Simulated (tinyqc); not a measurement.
Worked calculation: mean-field antiferromagnet of the Hubbard model on the simple cubic lattice. Values are carried at full precision from step to step, so a last printed digit may differ when a step is redone from the rounded ones.

e(k) = -2 t (cx + cy + cz) - 4 t2 (cx cy + cy cz + cz cx), ci = cos ki; one electron a site; Q = (pi, pi, pi). <n_up - n_dn> = m cos(Q.R) gives Delta = U m/2 and bands E = e+ -/+ sqrt(e-^2 + Delta^2), e+- = (e(k) +- e(k + Q))/2 (the constant U/2 is dropped). Means run over the mesh k_i = 2 pi (j + 1/2)/N of the whole zone: mu from mean(f(E-) + f(E+)) = 1; m(out) = mean of Delta (f(E-) - f(E+))/sqrt(e-^2 + Delta^2); free energy per site F = -kT mean[ln(1 + exp(-(E- - mu)/kT)) + ln(1 + exp(-(E+ - mu)/kT))] + mu + U m^2/4.

Constants: kB = 8.617333262e-05 eV/K.

Parameters, chosen for this exercise: t = 0.21 eV (nearest hopping); t2 = 0 eV (second hopping); N = 4 (mesh); U = 2.29 eV (on-site repulsion); m0 = 0.33 (starting staggered moment); T = 300 K.

## Folded levels on the mesh

Collect the points with equal |e-| and e+.

Classes of points:
```
|e-| (eV),e+ (eV),points
0.29698,0.00000,48
0.89095,0.00000,16
```

## One mean-field step

From m = m0 form Delta, the two bands of each class and m(out).

Delta = 0.3779 eV

E-, E+ and Delta/sqrt(e-^2 + Delta^2) of each class:
```
|e-| (eV),E- (eV),E+ (eV),Delta/sqrt(e-^2 + Delta^2)
0.2970,-0.4806,0.4806,0.7862
0.8910,-0.9678,0.9678,0.3904
```

m(out) = 0.6873

m(out) is above m0, so the next step starts from a larger moment.

## Self-consistency

Repeat with m = m(out) until |m(out) - m| < 1e-8; F(0) is the free energy at m = 0.

Iterations:
```
step,m,Delta (eV),m(out),F (eV)
1,0.330000,0.37785,0.687270,-0.540042
2,0.687270,0.78692,0.867190,-0.657590
3,0.867190,0.99293,0.904621,-0.680281
4,0.904621,1.03579,0.910481,-0.681210
5,0.910481,1.04250,0.911352,-0.681233
6,0.911352,1.04350,0.911480,-0.681233
7,0.911480,1.04364,0.911499,-0.681233
8,0.911499,1.04367,0.911502,-0.681233
9,0.911502,1.04367,0.911502,-0.681233
10,0.911502,1.04367,0.911502,-0.681233
11,0.911502,1.04367,0.911503,-0.681233
```

m = 0.9115
Delta = 1.0437 eV
lowest E+ minus highest E- on the mesh = 2.1702 eV
F - F(0) = -235.76 meV

Converged in 11 steps. The ordered state lies 235.76 meV a site below the paramagnet and is an insulator on this mesh. A mesh of N = 16 gives m = 0.913 and F - F(0) = -258.1 meV.

## Checks

- Energy gain at U = 400 t against the exchange limit -z t^2/U a site (z neighbours), counted from -U/4 (eV): both -0.00315.

tinyqc: `OMP_NUM_THREADS=1 python tinyqc.py 1652703 1652704 out.jsonl`; about 0.09 s, one thread, shared Intel(R) Xeon(R) Processor @ 2.30GHz.
